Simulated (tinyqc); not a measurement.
# Order-disorder in a binary alloy on two sublattices: Bragg-Williams and pair (quasi-chemical) approximations, step by step

A worked calculation. Computed by tinyqc, a small Python program that keeps every step. Command: `OMP_NUM_THREADS=1 python tinyqc.py 3009377 3009378 out.jsonl order walk`. One thread of a shared host (Intel(R) Xeon(R) Processor @ 2.30GHz), about 0.01 s of CPU time with the checks. Intermediate numbers are printed to about 6 digits and carried at full precision; extremes and crossings named in words are read from the listed rows.

All z = 8 neighbours of a site lie on the other sublattice. B fills the sublattices with x + eta/2 and x - eta/2; energies are per site, from the pure components: u = -z w y with y the probability of an A-B bond taken in one order.

Inputs (values chosen for the exercise, for a model alloy): ordering energy w = (e_AA + e_BB)/2 - e_AB = 12.7 meV; fraction x of B = 0.37; temperature T = 538 K.

Lattice: bcc (B2 order, z = 8). Method: plain iteration, 40 steps.

Constants: k_B = 8.617333262e-05 eV/K.

## Critical temperatures

Bragg-Williams: k_B T_c = 2 z w x (1 - x). Pair approximation at x = 1/2: k_B T_c = w/ln(z/(z - 2)).

T_c, Bragg-Williams = 549.659 K

T_c, pair approximation at x = 1/2 = 512.293 K

At x = 1/2 the pair value is 0.869 of the Bragg-Williams one; the ratio tends to 1 as z grows.

## Long-range order, Bragg-Williams

Bragg-Williams: u = -z w [x (1 - x) + eta^2/4]; minimising f gives ln[a (1 - b)/(b (1 - a))] = 2 z w eta/(k_B T) =: ln Q, a = x + eta/2, b = x - eta/2. For given Q this is a quadratic for eta, (Q - 1) eta^2/4 - (Q + 1) eta/2 + (Q - 1) x (1 - x) = 0, smaller root: the map eta -> phi(eta). Plain iteration eta = phi(eta), 40 steps at most; start at 0.999 times 2x; stop when |phi - eta| < 1e-10.

Iteration:

| step | eta | phi(eta) | phi - eta |
|---|---|---|---|
| 1 | 0.739260 | 0.594416 | -0.144844 |
| 2 | 0.594416 | 0.517557 | -0.076858 |
| 3 | 0.517557 | 0.467584 | -0.049973 |
| 4 | 0.467584 | 0.431726 | -0.035858 |
| 5 | 0.431726 | 0.404420 | -0.027307 |
| 6 | 0.404420 | 0.382773 | -0.021647 |
| 7 | 0.382773 | 0.365107 | -0.017666 |
| ... | ... | ... | ... |
| 34 | 0.238678 | 0.237321 | -0.001356 |
| 35 | 0.237321 | 0.236045 | -0.001277 |
| 36 | 0.236045 | 0.234842 | -0.001203 |
| 37 | 0.234842 | 0.233707 | -0.001134 |
| 38 | 0.233707 | 0.232637 | -0.001071 |
| 39 | 0.232637 | 0.231626 | -0.001011 |
| 40 | 0.231626 | 0.230670 | -0.000956 |

order parameter eta = 0.230670

last residual = 9.55580e-04

Not converged: the residual falls by a factor of only 0.945 a step, because the slope of phi nears 1 as T nears T_c (T/T_c = 0.979). The error left is at least about residual/(1 - factor) = 0.017.

Reruns converge with method = Newton steps. Reruns still fail with method = plain iteration, 400 steps.
